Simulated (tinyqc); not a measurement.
Inside a calculation. Model: small-signal admittance of a forward-biased p+-n diode.

Computed by the program tinyqc: `OMP_NUM_THREADS=1 python tinyqc.py 2890114 2890115 out.jsonl`, one thread of a shared Intel Xeon 2.30GHz, about 0.01 s for the whole run. Printed values are rounded.

Holes injected into a neutral base of width wb with an ohmic contact at its end; low injection, p0 far above the equilibrium density. A small voltage v exp(i w t), w = 2 pi f, modulates the edge density by p0 v/Vt, and the small-signal density obeys Dp d2p/dx2 = (1/tau + i w) p.

Inputs (values chosen for the exercise); permittivity close to that of silicon:
- T = 350 K (temperature)
- eps_r = 11.7 (relative permittivity)
- Nd = 5.4e15 cm^-3 (donor density of the base)
- Dp = 11 cm^2/s (hole diffusion coefficient)
- tau = 2e-7 s (hole lifetime)
- wb = 27 um (width of the neutral base)
- p0 = 6.5e12 cm^-3 (excess hole density at the junction edge)
- Na = 2e19 cm^-3 (acceptor density of the p+ side)
- f = 88000 Hz (signal frequency)

Constants: q = 1.602176634e-19 C, kB = 1.380649e-23 J/K, Vt = kB T/q, eps0 = 8.8541878128e-14 F/cm where lengths are in cm. Results are converted to the units shown.

## Closed-form admittance

L = sqrt(Dp tau); direct current J = (q Dp p0/L) coth(wb/L); k = sqrt(1 + i w tau)/L; diffusion admittance Y = (q Dp p0/Vt) k coth(k wb) = G + i w C_diff; junction capacitance C_j = sqrt(q eps0 eps_r Nd/(2 Vr)) in the depletion approximation, with the remaining barrier Vr = Vt ln(Na/p0), a rough value under forward bias; base-width modulation is left out.

L = 14.83240 um
J = 0.008139493 A/cm^2
k wb = 1.823112+0.100497i
Y = 0.2700598+0.0120647i S/cm^2
C_diff = 0.02181990 uF/cm^2
C_j = 0.03153674 uF/cm^2

G is 1.00 times its low-frequency value J/Vt, and C_diff is 0.692 times C_j.

## The same by finite differences

8 equal intervals, h = wb/8; u = small-signal density over its edge value, u_0 = 1, u_8 = 0; u_(i-1) + b u_i + u_(i+1) = 0 with b = -2 - h^2 (1/tau + i w)/Dp; Y = (q Dp p0/(Vt h)) (-b/2 - u_1), which includes the half box at the edge.

b = -2.051776-0.005726i
u, node 1 to 7: 0.7842767-0.0080984i  0.6092061-0.0121257i  0.4657469-0.0132928i  0.3464782-0.0124815i  0.2452200-0.0103326i  0.1567174-0.0073147i  0.0763708-0.0037782i
Y on the mesh = 0.2719059+0.0123356i S/cm^2

Against the closed form the real part is 0.68 % above it and the imaginary part 2.2 % above it; |k h| = 0.23.
